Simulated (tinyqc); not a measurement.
Schottky diode by thermionic emission with image-force lowering and series resistance: a Richardson plot.

Metal on an n-type semiconductor with one parabolic valley; V > 0 is forward bias (metal positive). I = I0 [exp(Vj/(n Vt)) - 1] with Vj = V - I Rs; I0 = S A* T^2 exp(-(phi - dphi)/Vt), the lowering dphi taken at zero bias.

A* = 4 pi q me m0 kB^2/h^3 (times 1e-4 for A/(cm^2 K^2)); Nc = 2 (2 pi me m0 kB T/h^2)^1.5 (times 1e-6 for cm^-3); xi = Vt ln(Nc/Nd), Vbi = phi - xi; surface field Em = sqrt(2 q Nd (Vbi - V - Vt)/(eps0 eps_r)); dphi = sqrt(q Em/(4 pi eps0 eps_r)). Here V = 0 in Em; phi is held fixed.

Values chosen for this exercise; band and dielectric values those of a made-up semiconductor: electron mass me = 0.179 m0; relative permittivity eps_r = 9.29; barrier height seen from the metal phi = 0.88 eV; donor density Nd = 3.8e15 cm^-3; area S = 0.00011 cm^2.

Constants: q = 1.602176634e-19 C, kB = 1.380649e-23 J/K, h = 6.62607015e-34 J s, m0 = 9.1093837015e-31 kg, Vt = kB T/q, eps0 = 8.8541878128e-14 F/cm where lengths are in cm. Results are converted to the units shown.

Result of one run:
```
dphi (meV)    I0 (A)  ln(I0/(S T^2))  1/Vt (1/V)
21.28       1.157e-7          -19.08       25.79
```

Which temperature T gave this result: 200, 280, 400 or 450 K?

T = 450 K.

The whole series:
```
T (K)  dphi (meV)     I0 (A)  ln(I0/(S T^2))  1/Vt (1/V)
200         22.85  2.381e-20          -46.67       58.02
240         22.63  1.351e-16          -38.39       48.35
280         22.40  6.797e-14          -32.47       41.44
320         22.16  7.482e-12          -28.04       36.26
360         21.91  2.978e-10          -24.59       32.23
400         21.64   5.798e-9          -21.83       29.01
450         21.28   1.157e-7          -19.08       25.79
```

I0 grows by 12.7 decades. The line through the end rows has the slope -0.8559 eV and the intercept ln(20.0 A/(cm^2 K^2)), against phi = 0.88 eV and A* = 21.5. The difference comes from the lowering: dphi falls from 22.8 to 21.3 meV.

Computed by the program tinyqc: `OMP_NUM_THREADS=1 python tinyqc.py 2640089 2640090 out.jsonl`, one thread of a shared Intel Xeon 2.30GHz, about 0.01 s for the whole run.
